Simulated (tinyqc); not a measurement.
Doping from the body effect.

Inverse problem. The threshold of a long MOSFET, counted against the source, shifts by gamma (sqrt(2 phiF + Vsb) - sqrt(2 phiF)) with gamma = sqrt(2 eps0 eps_r q N)/Cox. Find 2 phiF, gamma and N from two shifts.

Inputs (values chosen for the exercise):
- eps_r = 11.6 (relative permittivity)

Constants: q = 1.602176634e-19 C, eps0 = 8.8541878128e-14 F/cm where lengths are in cm. Results are converted to the units shown.

|VT - VT(0)| at source-body biases 0.5 and 3.2 V (V): [0.12526313, 0.58371229]
Cox = 1.4990346 uF/cm^2

Solution. The ratio of the shifts depends on 2 phiF alone and rises steadily with it, so it fixes 2 phiF; either shift then gives gamma, and gamma gives N.

2 phiF = 0.9879 V
gamma = 0.5546 V^0.5
N = 2.100e18 cm^-3

Program tinyqc, `OMP_NUM_THREADS=1 python tinyqc.py 2060092 2060093 out.jsonl`; Intel Xeon 2.30GHz, shared host, one thread, about 0.01 s.
